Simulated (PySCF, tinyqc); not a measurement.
Ways to converge the cycle: SCF convergence aids in the 6-31g basis, for H2, spin multiplicity 1. Computed by the program tinyqc with PySCF. 

Geometry (angstrom):

| atom | x | y | z |
|---|---|---|---|
| H | 0.0000 | 0.0000 | 0.0000 |
| H | 0.0000 | 0.0000 | 1.3120 |

lowest restricted solution found by these runs and by PySCF = -1.033457 hartree

RHF with one setting changed at a time; a run stops when the energy changes by less than 1e-09 hartree and the error matrix is below 1e-5. The start is the Wolfsberg-Helmholz matrix. Damping d keeps d of the old density; a shift (hartree) raises the virtual levels; DIIS n extrapolates F over n matrices.

Largest element of the error matrix X^T (FDS - SDF) X:

| iteration | plain | damping 0.3 | damping 0.6 | shift 0.4 | DIIS 3 | DIIS 8 |
|---|---|---|---|---|---|---|
| 1 | 6.2e-02 | 6.2e-02 | 6.2e-02 | 6.2e-02 | 6.2e-02 | 6.2e-02 |
| 2 | 9.9e-03 | 2.5e-02 | 4.1e-02 | 2.1e-02 | 9.9e-03 | 9.9e-03 |
| 3 | 1.6e-03 | 1.1e-02 | 2.7e-02 | 7.1e-03 | 7.9e-06 | 7.9e-06 |
| 4 | 2.5e-04 | 4.3e-03 | 1.8e-02 | 2.4e-03 | 3.2e-06 | 3.2e-06 |
| 5 | 4.0e-05 | 1.8e-03 | 1.2e-02 | 8.1e-04 | - | - |
| 6 | 6.4e-06 | 7.3e-04 | 8.0e-03 | 2.7e-04 | - | - |
| 8 | - | 1.2e-04 | 3.5e-03 | 3.1e-05 | - | - |
| 10 | - | 2.1e-05 | 1.6e-03 | 3.5e-06 | - | - |
| 14 | - | 6.0e-07 | 3.0e-04 | - | - | - |
| 20 | - | - | 2.6e-05 | - | - | - |
| 30 | - | - | 4.3e-07 | - | - | - |

How each run ends:

| run | iterations | E (hartree) | state |
|---|---|---|---|
| plain | 7 | -1.03346 | lowest found |
| damping 0.3 | 15 | -1.03346 | lowest found |
| damping 0.6 | 32 | -1.03346 | lowest found |
| shift 0.4 | 10 | -1.03346 | lowest found |
| DIIS 3 | 4 | -1.03346 | lowest found |
| DIIS 8 | 4 | -1.03346 | lowest found |

6 of 6 runs reach the lowest restricted solution found, in 4 to 32 iterations (fastest: DIIS 3, DIIS 8). Plain steps already contract here, so damping only slows them. DIIS 3 and DIIS 8 gain by cancelling the error over several earlier matrices, much as a quasi-Newton step does. The restricted reference is unstable here: a spin-polarised solution lies 0.0041 hartree lower (PySCF), so results built on it describe a poor reference.
